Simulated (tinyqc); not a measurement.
Rates against energy: scattering rates of a carrier in a spherical band by Fermi's golden rule. Computed by tinyqc, a small Python program. Command: `OMP_NUM_THREADS=1 python tinyqc.py 3019351 3019352 out.jsonl scatter walk`. One thread of a shared host (Intel(R) Xeon(R) Processor @ 2.30GHz), about 0.01 s of CPU time with the checks.

All processes here are isotropic or elastic, and the rate listed is the momentum relaxation rate.

Inputs (values chosen for the exercise, modelled on holes in germanium):

| quantity | value | unit |
|---|---|---|
| density-of-states mass of one valley m | 0.305 | m_0 |
| non-parabolicity alpha | 0.27 | 1/eV |
| static permittivity eps_s | 16 | - |
| density rho | 5323 | kg/m^3 |
| sound velocity v_l | 5270 | m/s |
| acoustic deformation potential D_A | 4.6 | eV |
| phonon energy hbar w | 35.3 | meV |
| optical or intervalley deformation potential D_o | 9.1 | 1e8 eV/cm |
| final valleys Z_f | 1 | - |
| ionised impurity density N_I | 9.4e+16 | 1/cm^3 |
| temperature T | 350 | K |

Crystal: non-polar. Band: Kane. Impurity formula: Brooks-Herring. Further scattering: none.

Constants: k_B = 1.380649e-23 J/K; e = 1.602176634e-19 C; hbar = 1.054571817e-34 J s; m_0 = 9.1093837015e-31 kg; hbar = 6.582119569e-16 eV s; k_B = 8.617333262e-05 eV/K; eps_0 = 8.8541878128e-12 F/m.

Method:
- Kane band: hbar^2 k^2/(2 m) = E (1 + alpha E), speed v = hbar k/(m (1 + 2 alpha E)), states per spin, volume and energy g(E) = m k (1 + 2 alpha E)/(2 pi^2 hbar^2); overlap factors are set to 1. Masses are multiplied by m_0 and all formulas are in SI units.
- Phonon occupation N_q = 1/(exp(hbar w/(k_B T)) - 1).
- Acoustic deformation potential (elastic, equipartition, absorption and emission together): 1/tau = 2 pi k_B T D_A^2 g(E)/(hbar rho v_l^2).
- Optical or intervalley deformation potential: 1/tau = (pi Z_f D_o^2/(rho w)) [N_q g(E + hbar w) + (N_q + 1) g(E - hbar w)], with g = 0 below the band edge.
- Singly charged impurities, momentum relaxation: 1/tau = N_I e^4 m (1 + 2 alpha E) Phi/(8 pi (eps_s eps_0)^2 hbar^3 k^3), with alpha = 0 for a parabolic band.
- Brooks-Herring: Phi = ln(1 + b) - b/(1 + b), b = 4 k^2 L_s^2.
- Debye screening by free carriers of density N_I: L_s = sqrt(eps_s eps_0 k_B T/(e^2 N_I)).

Momentum relaxation rates (1e12/s) and the total time:

| E (meV) | acoustic | optical absorption | optical emission | ionised impurity | tau_m (fs) |
|---|---|---|---|---|---|
| 3.5 | 0.2246 | 0.7617 | 0.0000 | 1.5649e+01 | 60.11 |
| 8.8 | 0.3575 | 0.8149 | 0.0000 | 5.3092e+00 | 154.28 |
| 18.0 | 0.5144 | 0.9013 | 0.0000 | 2.1932e+00 | 277.09 |
| 32.0 | 0.6923 | 1.0221 | 0.0000 | 1.0562e+00 | 360.92 |
| 39.0 | 0.7678 | 1.0789 | 0.7406 | 8.1901e-01 | 293.57 |
| 53.0 | 0.9034 | 1.1869 | 1.6351 | 5.5065e-01 | 233.86 |
| 78.0 | 1.1140 | 1.3663 | 2.5822 | 3.3270e-01 | 185.35 |
| 120.0 | 1.4197 | 1.6427 | 3.7382 | 1.8905e-01 | 143.07 |
| 210.0 | 1.9868 | 2.1822 | 5.6845 | 9.0422e-02 | 100.56 |
| 350.0 | 2.7876 | 2.9687 | 8.3025 | 4.6087e-02 | 70.90 |

What does the comparison show, and why?

The largest rate is ionised impurity from 3.50 to 32.0, optical absorption at 39.0, optical emission from 53.0 to 350 meV. Crossing hbar w = 35.3 meV opens emission: tau_m goes from 361 to 294 fs between the two rows around it. The impurity rate goes between the last rows as E^-1.32; the acoustic rate follows g(E) and grows by a factor 12.4 over the table (10.0 for a parabolic band). At 3.5 meV hbar/tau exceeds E/2, so the golden rule loses its meaning there.

Extremes, crossings and ranges named in words are read from the listed rows.
